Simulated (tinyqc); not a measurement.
From etch rate back to NH4F added: speciation in dilute and buffered hydrofluoric acid, oxide etch rate and bath loading. Computed by tinyqc, a small Python program. Command: `OMP_NUM_THREADS=1 python tinyqc.py 3120341 3120342 out.jsonl hfetch inv`. One thread of a shared host (Intel(R) Xeon(R) Processor @ 2.30GHz), about 0.01 s of CPU time with the checks.

Concentrations stand for activities, NH4+ and Cl- are spectators, and water ionisation is neglected. H, F and HF2 denote the ions H+, F- and HF2-. The base temperature is 298 K.

Inputs (values chosen for the exercise, of the order of those for thermal oxide at room temperature):
```
quantity                            value            unit
HF added                            0.065           mol/L
HCl added                               0           mol/L
K1 = [H][F]/[HF]                 0.000632           mol/L
K2 = [HF2]/([HF][F])                 4.32           L/mol
K3 = [H2F2]/[HF]^2                      0           L/mol
rate constant of neutral HF k_a        13  nm L/(min mol)
rate constant of HF2 k_b               53  nm L/(min mol)
activation energy                     0.3              eV
temperature error                    0.41               K
oxide removed per wafer               180              nm
```

Constants: k_B = 8.617333262e-05 eV/K.

Method:
- Fluoride balance: [HF] + [F] + 2 [HF2] + 2 [H2F2] = HF added + NH4F added. Acid balance: [H] + [HF] + [HF2] + 2 [H2F2] = HF added + HCl added. For a trial [H], [HF] = [H][F]/K1, and the fluoride balance is a quadratic in [F].
- The root is refined to 1e-13 in pH = -log10 [H].
- Rate = k_a ([HF] + 2 [H2F2]) + k_b [HF2], an empirical two-term form.
- Time = oxide/rate; a temperature error changes the rate by exp((E_a/k_B)(1/298 - 1/(298 + error))) - 1.

Task: A run gave the result below. Find the NH4F added, known to lie between 0.026 and 0.064 mol/L.

etch rate = 1.212481 nm/min

Result:

Each step takes the trial c = (a f_b - b f_a)/(f_b - f_a), f being the result less the target and a, b, c the logarithms of the listed values; c replaces end b, the old b replaces a if the sign of f changed, and otherwise f_a is halved.

Scan of the range:
```
NH4F added (mol/L)  etch rate (nm/min)
0.0260                         1.04459
0.0302                         1.07745
0.0351                         1.11468
0.0408                         1.15663
0.0474                         1.20352
0.0551                         1.25611
0.0640                         1.31426
```

False position (Illinois rule, in the logarithm of the input) inside the bracket:
```
step      end a      end b      trial  etch rate (nm/min)
1     0.0474000  0.0551000  0.0486321             1.21208
2     0.0551000  0.0486321  0.0486875             1.21246
3     0.0551000  0.0486875  0.0486924             1.21250
4     0.0486875  0.0486924  0.0486900             1.21248
```

Etch rate rises at every point of a 13-point scan of the range (every second point is shown), so one value fits; it is bracketed by 0.0474 and 0.0551. Answer: NH4F added = 0.04869 mol/L.
